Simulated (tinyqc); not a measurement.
What moves the results: optical gain and spontaneous emission in a bulk direct-gap semiconductor. A value that a table varies takes the place of the one given here.

Parabolic bands, vertical transitions, no excitons. For each hole band j: mr = me mj/(me + mj); joint density of states J_j(E) = (mr/c)^(3/2) sqrt(E - Eg)/(2 pi^2), both spins, c = hbar^2/2m0; averaged matrix element |e.p|^2 = m0 Ep/6; alpha_j(E) = 4 pi^2 alpha_f c Ep J_j/(3 nr E) in 1/angstrom (alpha_f the fine-structure constant, listed as alpha among the constants), times 1e8 for 1/cm.

F_j(eta) = (1/Gamma(j + 1)) integral_0^infinity x^j dx/(1 + exp(x - eta)), which tends to exp(eta) for eta << 0.

Quasi-Fermi levels: n = Nc F_1/2(Fc/kT) and p = Nv F_1/2(Fv/kT), Fc counted up from the conduction edge and Fv down from the valence edge; Nc, Nv from N = 2 (m kB T/(4 pi c))^(3/2) with c = hbar^2/2m0, in 1/angstrom^3; times 1e24 for 1/cm^3, with me and (mhh^(3/2) + mlh^(3/2))^(2/3).

For band j the electron sits at Ee = (E - Eg) mr/me above its edge and the hole at Eh = (E - Eg) mr/mj; fe = 1/(1 + exp((Ee - Fc)/kT)), fh = 1/(1 + exp((Eh - Fv)/kT)); gain g = sum_j alpha_j (fe + fh - 1).

Spontaneous rate: R = integral of (nr E/(hbar c))^2/(pi^2 hbar) sum_j alpha_j fe fh dE, with alpha in 1/cm and (nr E/(hbar c))^2 in 1/cm^2 (1e16 per 1/angstrom^2); B = R/(n p); lifetime n/R.

Constants: hbar^2/2m0 = 3.80998211 eV angstrom^2; fine-structure constant alpha = 0.007297352564; kB = 8.617333262e-05 eV/K; hbar = 6.58211957e-16 eV s; hbar c = 1973.269805 eV angstrom.

Inputs chosen for the exercise (near those of InP; shifted at random, so the results belong to these values and not to a real crystal): Eg = 1.349 eV (direct gap); me = 0.0819 m0 (electron mass); mhh = 0.6 m0 (heavy-hole mass); mlh = 0.0848 m0 (light-hole mass); Ep = 20.2 eV (Kane energy); nr = 3.35 (refractive index); T = 300 K; n = 1.9e+18 1/cm^3 (injected density, n = p).

## Peak gain against injection

The peak is the largest g over E; a dash marks no gain.

Gain:

| n (1/cm^3) | Fc (eV) | Fv (eV) | peak gain (1/cm) | peak E - Eg (eV) | B (cm^3/s) |
|---|---|---|---|---|---|
| 8.2e+17 | 0.0211 | -0.0694 | - | - | 1.16e-10 |
| 1.3e+18 | 0.0401 | -0.0571 | - | - | 1.09e-10 |
| 1.9e+18 | 0.0586 | -0.0468 | 62 | 0.0041 | 1.02e-10 |
| 2.3e+18 | 0.0692 | -0.0416 | 216 | 0.0100 | 9.78e-11 |
| 2.9e+18 | 0.0836 | -0.0352 | 478 | 0.0183 | 9.22e-11 |
| 3.8e+18 | 0.1028 | -0.0275 | 872 | 0.0299 | 8.52e-11 |
| 4.9e+18 | 0.1238 | -0.0201 | 1318 | 0.0425 | 7.82e-11 |
| 6.5e+18 | 0.1513 | -0.0116 | 1891 | 0.0583 | 7.03e-11 |

transparency density (Fc + Fv = 0) = 1.63e+18 1/cm^3

Gain starts at 1.63e+18 1/cm^3, where Fc = -Fv = 0.0509 eV: with Nv/Nc = 21 the electrons must be degenerate before the holes are. The slope of peak gain against n is 3.84e-16 cm^2 between the first two rows with gain and 3.58e-16 between the last two; the peak moves from 0.0041 to 0.0583 eV above the gap as the bands fill, and B falls by a factor 1.66. Line broadening and gap shrinkage are left out.

## Gain spectrum

At the density n.

Spectrum:

| E - Eg (eV) | alpha, empty (1/cm) | fe, heavy | fh, heavy | g (1/cm) |
|---|---|---|---|---|
| 0.005 | 2186 | 0.891 | 0.138 | 61 |
| 0.010 | 3080 | 0.873 | 0.135 | 23 |
| 0.020 | 4324 | 0.830 | 0.130 | -164 |
| 0.030 | 5257 | 0.777 | 0.124 | -478 |
| 0.045 | 6369 | 0.676 | 0.117 | -1179 |
| 0.060 | 7276 | 0.556 | 0.110 | -2137 |
| 0.080 | 8284 | 0.388 | 0.101 | -3694 |
| 0.100 | 9134 | 0.243 | 0.093 | -5332 |
| 0.130 | 10203 | 0.104 | 0.082 | -7512 |
| 0.170 | 11360 | 0.029 | 0.069 | -9685 |
| 0.220 | 12512 | 0.005 | 0.056 | -11542 |

Fc + Fv = 0.0118 eV

g is positive below E - Eg = 0.0118 eV; the largest value listed is 61 1/cm at 0.005 eV. At 0.220 eV above the gap g is -0.92 times the absorption of the empty crystal, whose limit is -1.

## Transparency density and B against temperature

Eg is held fixed; B is taken at n = 1e15 1/cm^3.

Results:

| T (K) | transparency density (1/cm^3) | Fc/kT there | B (cm^3/s) |
|---|---|---|---|
| 100 | 3.15e+17 | 1.970 | 6.69e-10 |
| 150 | 5.78e+17 | 1.970 | 3.66e-10 |
| 200 | 8.90e+17 | 1.970 | 2.39e-10 |
| 250 | 1.24e+18 | 1.970 | 1.72e-10 |
| 300 | 1.63e+18 | 1.970 | 1.31e-10 |
| 350 | 2.06e+18 | 1.970 | 1.05e-10 |
| 400 | 2.52e+18 | 1.970 | 8.61e-11 |
| 500 | 3.52e+18 | 1.970 | 6.22e-11 |

Fc/kT at transparency stays at 1.970, since it depends on Nv/Nc alone, so the density goes as T^1.50. B goes as T^-1.48, against T^-1.5 for non-degenerate carriers: hot carriers spread over k and fewer pairs share a wave vector.

## What moves transparency and gain

Transparency is Fc + Fv = 0; the peak is the largest g over E at the density n (0 if none). Each row changes one parameter from the base and keeps the others.

Results:

| case | transparency density (1/cm^3) | Fc + Fv (eV) | peak gain (1/cm) |
|---|---|---|---|
| base | 1.63e+18 | 0.0118 | 62 |
| me = 0.0942 m0 | 1.87e+18 | 0.0012 | 3 |
| mhh = 0.36 m0 | 1.26e+18 | 0.0316 | 341 |
| Ep = 22.2 eV | 1.63e+18 | 0.0118 | 68 |
| T = 340 K | 1.97e+18 | -0.0032 | 0 |
| n = 2.47e+18 1/cm^3 | 1.63e+18 | 0.0338 | 288 |
| nr = 3.52 | 1.63e+18 | 0.0118 | 59 |

The largest shifts from the base row, up to three for each result and ties (the steps differ in size, so this ranks the rows, not the parameters). transparency density (1/cm^3): mhh -3.77e+17, T +3.38e+17, me +2.36e+17; unchanged at the printed digits by Ep, n and nr. Fc + Fv (eV): n +0.0221, mhh +0.0198, T -0.0150; unchanged at the printed digits by Ep and nr. peak gain (1/cm): mhh +279, n +226, T -62.

Run: tinyqc, `OMP_NUM_THREADS=1 python tinyqc.py 1682341 1682342 out.jsonl`; Intel(R) Xeon(R) Processor @ 2.30GHz, one thread, shared host; about 0.08 s of CPU time with all checks.
